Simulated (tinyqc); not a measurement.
Composition and strain of an epitaxial Si(1-x)Ge(x) layer from Raman and X-ray peaks: one step, computed by the program tinyqc. Command: `OMP_NUM_THREADS=1 python tinyqc.py 3018447 3018448 out.jsonl epiraman walk`. One thread of a shared host (Intel(R) Xeon(R) Processor @ 2.30GHz), about 0.01 s of CPU time with the checks.

A (001) layer, biaxially strained in the plane. The Raman peaks follow empirical lines omega = w0 + c1 x + c3 x^3 + b eps (c3 for Si-Ge alone), with eps the in-plane strain.

Task: X-ray (004) reflection. Bragg angle theta = arcsin(2 lambda/a) for (004), for the substrate with a_sub and the layer with a_perp; separation in arc seconds.

Inputs (values chosen for the exercise, modelled on silicon-germanium): X-ray wavelength = 1.540598 angstrom.

Substrate: germanium.

substrate constant a_sub = 5.658 angstrom

a_perp = 5.490169 angstrom

Give: theta of the substrate; theta of the layer; separation, layer less substrate.

Result:

theta of the substrate = 33.00 degree

theta of the layer = 34.14 degree

separation, layer less substrate = 4121 arcsec
